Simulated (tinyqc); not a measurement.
Inversion layer as a triangular well, valleys of the Si type, step by step. Values are carried at full precision from step to step, so a last printed digit may differ when a step is redone from the rounded ones.

Six ellipsoidal valleys with their long axes along the cube axes, mass ml along the axis and mt across it. For a valley whose axis makes the angle theta with the surface normal, 1/m_z = cos^2(theta)/ml + sin^2(theta)/mt sets the confinement; in the plane the masses are m_1 = mt and m_2 = ml mt/m_z, and m_d = sqrt(m_1 m_2).

Constants: e^2/(4 pi eps0) = 14.39964547 eV angstrom; hbar^2/2m0 = 3.80998211 eV angstrom^2; kB = 8.617333262e-05 eV/K.

Values chosen for the exercise (near those of Si; shifted at random, so the results belong to these values and not to a real crystal):
- ml = 0.929 m0 (longitudinal mass)
- mt = 0.186 m0 (transverse mass)
- face = 111 (surface)
- eps = 11.7 (dielectric constant)
- Ns = 2.4 x 1e12/cm^2 (electron sheet density)
- Nd = 0.61 x 1e12/cm^2 (depletion charge)
- eta = 0.5 (share of Ns in the effective field)
- T = 77 K (temperature)
- tox = 9 angstrom (SiO2-equivalent oxide thickness)

## Valley masses on the (111) face

Group the valleys by their angle to the normal, heaviest m_z first.

Valleys (masses in m0):
```
valleys g  cos^2(theta)     m_z     m_1     m_2     m_d
6                0.3333  0.2536  0.1860  0.6813  0.3560
```

All valleys are equivalent on this face.

## Effective field

The field is taken as constant, e F = 4 pi (e^2/4 pi eps0)(Nd + eta Ns)/eps, with 1e12/cm^2 = 1e-4/angstrom^2, and the oxide as a hard wall at z = 0; c = hbar^2/2m0.

Find e F, and F in MV/cm (1 MV/cm = 0.01 V/angstrom).

e F = 0.00279933 eV/angstrom
F = 0.2799 MV/cm

## Subband ladders

Level j of a valley lies at E_j = a_j (c (e F)^2/m_z)^(1/3) above the band edge at the surface, with the Airy zeros a_j = 2.338107, 4.087949, 5.520560, 6.786708, 7.944134, 9.022651, 10.040174, 11.008524, 11.936016, 12.828777, and has <z> = 2 E_j/(3 e F).

The ten lowest levels of all groups of valleys together, j = 0, 1, ..., c = hbar^2/2m0; primes mark the groups with lighter m_z.

Subbands:
```
label  valleys g  m_d (m0)  E (eV)  <z> (angstrom)
0              6    0.3560  0.1146           27.29
1              6    0.3560  0.2004           47.71
2              6    0.3560  0.2706           64.44
3              6    0.3560  0.3326           79.21
4              6    0.3560  0.3893           92.72
5              6    0.3560  0.4422          105.31
6              6    0.3560  0.4921          117.19
7              6    0.3560  0.5395          128.49
8              6    0.3560  0.5850          139.32
9              6    0.3560  0.6287          149.74
```

The second subband is 1, 85.8 meV above the first. Levels above about 0.5 eV lie beyond parabolic valleys.

## Fermi level and populations

Subband i holds n_i = g m_d/(2 pi c) kB T ln(1 + exp((EF - E_i)/kB T)) (spin included), and EF is fixed by sum n_i = Ns over the levels listed or, where none are listed, over j = 0 to 9 of each group; 1e12/cm^2 = 1e-4/angstrom^2.

Solve for EF; c = hbar^2/2m0. The mean distance is sum n_i <z>_i/Ns.

EF = 0.1100 eV

Populations:
```
label  (EF - E)/kB T  n (1e12/cm^2)  share (%)
0              -0.69          2.400      100.0
1             -13.62          0.000        0.0
2             -24.20          0.000        0.0
3             -33.55          0.000        0.0
4             -42.10          0.000        0.0
5             -50.07          0.000        0.0
6             -57.58          0.000        0.0
7             -64.74          0.000        0.0
8             -71.59          0.000        0.0
9             -78.18          0.000        0.0
```

mean distance from the surface = 27.29 angstrom

The lowest subband holds 100.0 % of the electrons and is partly degenerate (EF within a few kB T of its edge).

## Effect on the gate capacitance

The charge sits at the mean distance <z> from the surface, which adds (3.9/eps) <z> to the oxide thickness; C/Cox = tox/(tox + 3.9 <z>/eps). The density-of-states term is left out.

added thickness = 9.10 angstrom
C/Cox = 0.497

## Checks

- Lowest level by finite differences against the Airy formula, eV: both 0.1146.

Program tinyqc; command `OMP_NUM_THREADS=1 python tinyqc.py 1251767 1251768 out.jsonl`; about 0.04 s on one thread of a shared Intel(R) Xeon(R) Processor @ 2.30GHz.
